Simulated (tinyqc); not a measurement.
Worked calculation: finite square well with mass mismatch (envelope functions). Values are carried at full precision from step to step, so a last printed digit may differ when a step is redone from the rounded ones.

A square well of width L and depth V0, mass mw inside and mb outside, energies from the bottom of the well, c = hbar^2/2m0. k = sqrt(mw E/c), kappa = sqrt(mb (V0 - E)/c). psi and psi'/m are continuous at the walls (BenDaniel-Duke), so level n solves k L + 2 atan[(k/mw)/(kappa/mb)] = n pi.

Constants: hbar^2/2m0 = 3.80998211 eV angstrom^2.

Inputs chosen for the exercise (near those of a strained Si well in SiGe; not measured data): L = 29 angstrom (well width); V0 = 0.173 eV (barrier height); mw = 0.908 m0 (mass in the well); mb = 0.974 m0 (mass in the barrier); alpha_w = 0.5 1/eV (non-parabolicity in the well); alpha_b = 0.12 1/eV (non-parabolicity in the barrier).

## How many levels are bound

At E = V0 the arctangent equals pi/2, so level n is bound if k0 L > (n - 1) pi with k0 = sqrt(mw V0/c). Compare with the infinitely deep well, E1(hard) = c (pi/L)^2/mw.

k0 = 0.20305 1/angstrom
k0 L/pi = 1.8744
number of bound levels = 2
E1(hard) = 0.0492 eV

The count does not depend on mb. One more level binds at L = 30.9 angstrom.

## The lowest level by bisection

f(E) = k L + 2 atan[(k/mw)/(kappa/mb)] - pi rises with E. Twelve halvings of [0, V0]: keep the half in which f changes sign.

Bisection:

| step | low (eV) | high (eV) | midpoint (eV) | k | kappa | f |
|---|---|---|---|---|---|---|
| 1 | 0.00000 | 0.17300 | 0.08650 | 0.14358 | 0.14871 | 2.6281 |
| 2 | 0.00000 | 0.08650 | 0.04325 | 0.10153 | 0.18213 | 0.8805 |
| 3 | 0.00000 | 0.04325 | 0.02162 | 0.07179 | 0.19672 | -0.3135 |
| 4 | 0.02162 | 0.04325 | 0.03244 | 0.08792 | 0.18956 | 0.3315 |
| 5 | 0.02162 | 0.03244 | 0.02703 | 0.08026 | 0.19317 | 0.0246 |
| 6 | 0.02162 | 0.02703 | 0.02433 | 0.07614 | 0.19495 | -0.1399 |
| 7 | 0.02433 | 0.02703 | 0.02568 | 0.07823 | 0.19407 | -0.0566 |
| 8 | 0.02568 | 0.02703 | 0.02636 | 0.07925 | 0.19362 | -0.0158 |
| 9 | 0.02636 | 0.02703 | 0.02669 | 0.07976 | 0.19340 | 0.0045 |
| 10 | 0.02636 | 0.02669 | 0.02652 | 0.07951 | 0.19351 | -0.0057 |
| 11 | 0.02652 | 0.02669 | 0.02661 | 0.07963 | 0.19345 | -0.0006 |
| 12 | 0.02661 | 0.02669 | 0.02665 | 0.07970 | 0.19343 | 0.0019 |

After twelve halvings the bracket is V0/4096 = 0.042 meV wide.

## Bound levels

Solve the condition for each n (six at most). With A = cos(kL/2) for even and sin(kL/2) for odd levels, the probability in the barriers is Pb = (A^2/kappa)/(A^2/kappa + L/2 +/- sin(kL)/(2k)), + for even.

Levels:

| n | parity | E (eV) | k (1/angstrom) | kappa (1/angstrom) | Pb |
|---|---|---|---|---|---|
| 1 | even | 0.0266 | 0.07965 | 0.19345 | 0.0422 |
| 2 | odd | 0.1013 | 0.15538 | 0.13539 | 0.2014 |

The lowest level lies at 54 % of the infinite-well value and decays into the barrier over 1/kappa = 5.2 angstrom.

## Mass in the plane and density of states

To first order in the in-plane energy, 1/m_par = (1 - Pb)/mw + Pb/mb for each subband. Each adds a step D = m_par/(2 pi c) to the density of states per area (spin included, one valley); 1/angstrom^2 = 1e16/cm^2.

Subbands:

| n | m_par (m0) | D (1e13/(eV cm^2)) |
|---|---|---|
| 1 | 0.9106 | 38.039 |
| 2 | 0.9206 | 38.455 |

The mass is taken as isotropic here; the valleys of Si are not, and in the plane they have mt, about 0.19 m0, so their real steps are about five times smaller.

## Levels with energy-dependent masses

Non-parabolic bands: mw is replaced by mw (1 + alpha_w E) and mb by mb (1 - alpha_b (V0 - E)), in k, kappa and the matching condition alike.

Solve the same condition with the energy-dependent masses, and list the shift from the parabolic levels that exist in both.

Levels:

| n | E (eV) | mass inside | mass outside | shift (meV) |
|---|---|---|---|---|
| 1 | 0.0266 | 0.9201 | 0.9569 | -0.1 |
| 2 | 0.0989 | 0.9529 | 0.9653 | -2.4 |

Level 1 moves by -0.1 meV and level 2 by -2.4 meV.

## Checks

- Lowest level by finite differences (200 cells across the well) against the matching condition, eV: both 0.0266.

tinyqc: `OMP_NUM_THREADS=1 python tinyqc.py 1250624 1250625 out.jsonl`; about 0.01 s, one thread, shared Intel(R) Xeon(R) Processor @ 2.30GHz.
